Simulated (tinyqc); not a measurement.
Tight binding, honeycomb lattice, step by step. One step of it, computed by the program tinyqc.

Task: Bloch Hamiltonian at K. H_AB = -t1 (1 + exp(-i k.a1) + exp(-i k.a2)); H_AA = delta - 2 t2 sum cos(k.b + phi), H_BB = -delta - 2 t2 sum cos(k.b - phi), b = a1, a2 - a1, -a2.

Parameters chosen for this model:
```
parameter     value                        unit
t1         2.710000                 eV, nearest
t2         0.360000       eV, second neighbours
phi        1.570000  rad, phase of t2 (Haldane)
delta             0          eV, +/- on A and B
```

k point K (fractions of the reciprocal vectors): [0.333333, 0.666667]

Give: H(k) at K.

Result:

H(k) at K (eV), order A, B:
```
[[1.871, 0.000],
 [0.000, -1.870]]
```
